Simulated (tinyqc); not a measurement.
Worked calculation: strain-driven crossing of the Gamma and L valleys in a germanium-like crystal. Values are carried at full precision from step to step, so a last printed digit may differ when a step is redone from the rounded ones.

Biaxial loads: e0 is the in-plane strain e_par and the normal is free. (001): e_perp = -2 (C12/C11) e_par; exx = eyy = e_par, ezz = e_perp, no shear. (111): e_perp = -(2 C11 + 4 C12 - 4 C44)/(C11 + 2 C12 + 4 C44) e_par; exx = eyy = ezz = (2 e_par + e_perp)/3 and exy = eyz = ezx = (e_perp - e_par)/3. (110): e_perp = -(C11 + 3 C12 - 2 C44)/(C11 + C12 + 2 C44) e_par; exx = eyy = (e_par + e_perp)/2, ezz = e_par, exy = (e_perp - e_par)/2, eyz = ezx = 0. Uniaxial loads: a stress along n, scaled so that n.e.n = e0, with exx = s11 sxx + s12 (syy + szz), exy = s44 sxy/2, s11 = (C11 + C12)/((C11 - C12)(C11 + 2 C12)), s12 = -C12/((C11 - C12)(C11 + 2 C12)), s44 = 1/C44.

Constants: kB = 8.617333262e-05 eV/K; hc = 1239.841984 eV nm.

Parameters, chosen for this exercise (near those of Ge, gaps at low temperature; shifted at random, so the results belong to these values and not to a real crystal):
- C11 = 130.4 GPa
- C12 = 49.1 GPa
- C44 = 68 GPa
- load = uniaxial [111] (kind of strain)
- e0 = 0.0033 (size of the strain)
- Eg = 0.906 eV (gap at Gamma to the s-like level)
- EgL = 0.73 eV (gap to L)
- Dso = 0.288 eV (spin-orbit splitting)
- ac = -8.1 eV (conduction deformation potential)
- av = 1.23 eV (valence hydrostatic potential)
- b = -2.57 eV (tetragonal shear potential)
- d = -5.4 eV (trigonal shear potential)
- aL = -1.55 eV (hydrostatic potential of the L edge, Xd + Xu/3)
- XuL = 16.39 eV (uniaxial potential, L)
- mG = 0.0417 m0 (mass at Gamma)
- mL = 0.558 m0 (density-of-states mass of the four L valleys together)
- T = 200 K (temperature)

## The strain tensor for a uniaxial [111] load

Form the tensor and its trace.

strain tensor in the cubic axes:
```
          x         y         z
x  0.000757  0.001272  0.001272
y  0.001272  0.000757  0.001272
z  0.001272  0.001272  0.000757
```

tr(e) = 0.002270

## Band edges

Edges from the unstrained valence top: Gamma at Eg + ac tr(e); an L valley with unit axis u at EgL + aL tr(e) + XuL (u.e.u - tr(e)/3), u along [111], [1-1-1], [-11-1], [-1-11]; valence edges are the levels of the 6 x 6 matrix of X, Y, Z times spin with -Dso/3 + l exx + m (eyy + ezz) on the diagonal (cyclic), n exy off it, l = av + 2 b, m = av - b, n = sqrt(3) d. Spin-orbit term (Dso/3) L.sigma on X, Y, Z with (L_k)_ij = -i epsilon_kij: <X+|H|Y+> = -i Dso/3, <X+|H|Z-> = Dso/3, <Y+|H|Z-> = -i Dso/3, <Z+|H|X-> = -Dso/3, <Z+|H|Y-> = i Dso/3, <X-|H|Y-> = i Dso/3, and their conjugates; + and - are the spin along z.

Give the edges and the direct and indirect gaps from the top valence edge.

Gamma edge = 0.8876 eV

L edges (eV): [111] 0.7682, [1-1-1] 0.7126, [-11-1] 0.7126, [-1-11] 0.7126

valence edges from the top (eV): 0.0147  -0.0081  -0.2862

direct and indirect gap (eV): 0.8729  0.6979

The gap is indirect: Gamma lies 175 meV above the lowest L valley. The top two valence edges are 23 meV apart.

## Electrons in the Gamma valley

Non-degenerate, parabolic: share = mG^(3/2)/(mG^(3/2) + (mL^(3/2)/4) sum_i exp(-(E_Li - E_Gamma)/kT)). Also the offset at which four equal L valleys hold half of the electrons, kT ln((mL/mG)^(3/2)), and the wavelength hc/E of the direct gap.

(mL/mG)^(3/2) = 48.95
share in Gamma = 0.000104 %
offset for an even split = 67.1 meV
wavelength = 1420 nm

With the L valleys as they lie here, Gamma must be 62 meV below the lowest of them to hold half of the electrons at 200 K; it lies 175 meV above. A direct gap alone is not enough.

## Checks

- Gamma and lowest L edge at e0 = 0.59808, where the linear shifts make them meet (eV): both -2.4260.

(tinyqc, `OMP_NUM_THREADS=1 python tinyqc.py 1081072 1081073 out.jsonl`, Intel(R) Xeon(R) Processor @ 2.30GHz, 1 thread, shared host, about 0.01 s.)
